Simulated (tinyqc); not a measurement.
Inside a calculation: averaged masses of warped heavy- and light-hole bands. Values are carried at full precision from step to step, so a last printed digit may differ when a step is redone from the rounded ones.

Constants: Ry = 13.60569312 eV; a0 (Bohr radius) = 0.5291772105 angstrom; kB = 8.617333262e-05 eV/K; hbar^2/2m0 = 3.80998211 eV angstrom^2.

Values chosen for the exercise (near those of GaAs; not measured data): g1 = 7 (Luttinger gamma1); g2 = 2.06 (gamma2); g3 = 2.92 (gamma3); eps = 12.74 (dielectric constant); mso = 0.168 m0 (split-off mass); Dso = 0.348 eV (spin-orbit splitting); T = 77 K (temperature).

## Other forms of the parameters

Dresselhaus-Kip-Kittel form E = c [A k^2 -/+ sqrt(B^2 k^4 + C^2 (kx^2 ky^2 + ky^2 kz^2 + kz^2 kx^2))] with A = g1, B = 2 g2, C^2 = 12 (g3^2 - g2^2). Spherical form: mu = (6 g3 + 4 g2)/(5 g1), delta = (g3 - g2)/g1, masses 1/(g1 (1 -/+ mu)). Effective rydberg R* = Ry/(g1 eps^2) and radius a* = a0 g1 eps.

A, B, |C|: [7.000, 4.120, 7.169]

mu, delta: [0.7360, 0.1229]

spherical masses, heavy and light (m0): [0.5411, 0.0823]

R* = 11.98 meV
a* = 47.2 angstrom

delta/mu = 0.17 measures the warping against the spherical splitting.

## Masses along six directions

Four-band hole energies E = c k^2 f(u), c = hbar^2/2m0, f = g1 -/+ 2 sqrt(g2^2 + 3 (g3^2 - g2^2) s), s = ux^2 uy^2 + uy^2 uz^2 + uz^2 ux^2 for the unit vector u; minus for heavy, plus for light holes; the mass along u is 1/f.

Give s and both masses.

Masses (m0):
```
direction        s   heavy   light
[100]      0.00000  0.3472  0.0899
[110]      0.25000  0.6498  0.0803
[111]      0.33333  0.8621  0.0779
[210]      0.16000  0.5050  0.0832
[221]      0.29630  0.7545  0.0789
[321]      0.25000  0.6498  0.0803
```

The heavy mass grows by a factor of 2.48 from [100] to [111] while the light one shrinks by 13 %; 1/m_heavy + 1/m_light = 2 g1 in every direction.

## Density-of-states masses from three directions

m_d^(3/2) is the angular mean of m(u)^(3/2). The rule mean = (10 F[100] + 16 F[110] + 9 F[111])/35 is exact for cubic harmonics up to sixth order. Total m_d = (m_h^(3/2) + m_l^(3/2))^(2/3).

m^(3/2):
```
direction    heavy    light
[100]      0.20460  0.02697
[110]      0.52378  0.02273
[111]      0.80041  0.02173
```

m_d heavy, light (m0): [0.6331, 0.0825]

total = 0.6528 m0
share of light holes = 4.5 %

## Averages on a grid

Grid: n x n midpoints in cos(theta) from 0 to 1 and phi from 0 to pi/2, equal weights. m_d = <f^(-3/2)>^(2/3). Conductivity mass for one scattering time: 1/m_c = <|w|^2 f^(-5/2)>/<f^(-3/2)> with w = grad_k(k^2 f)/(2 k), that is |w|^2 = f^2 + |angular gradient of f|^2/4.

Use n = 40.

m_d heavy, light (m0): [0.5958, 0.0821]

m_c heavy, light (m0): [0.4715, 0.0816]

The three-direction rule differs from the grid by +6.26 % for heavy holes. Warping makes m_c of the heavy holes 21 % smaller than m_d; on a sphere the two are equal.

## Effective density of states

Nv = 2 (kT/(4 pi c))^(3/2) [m_h^(3/2) + m_l^(3/2) + mso^(3/2) exp(-Dso/kT)], c = hbar^2/2m0, parabolic bands, m_h and m_l the density-of-states masses from the grid; 1 angstrom^-3 = 1e24 cm^-3.

prefactor = 3.2631e+18 cm^-3

the three terms: [0.45989, 0.02352, 0.00000]

Nv = 1.577e+18 cm^-3

shares (%): [95.1, 4.9, 0.0]

kT/Dso = 0.02, small enough for the four-band form.

## Checks

- m_d and m_c of heavy holes for g2 = g3 against 1/(g1 - 2 g3): they agree to 1e-10 or better.
- m_d of heavy holes on grids of 40 and 160: both 0.5958.

Program tinyqc; command `OMP_NUM_THREADS=1 python tinyqc.py 1050493 1050494 out.jsonl`; about 0.02 s on one thread of a shared Intel(R) Xeon(R) Processor @ 2.30GHz.
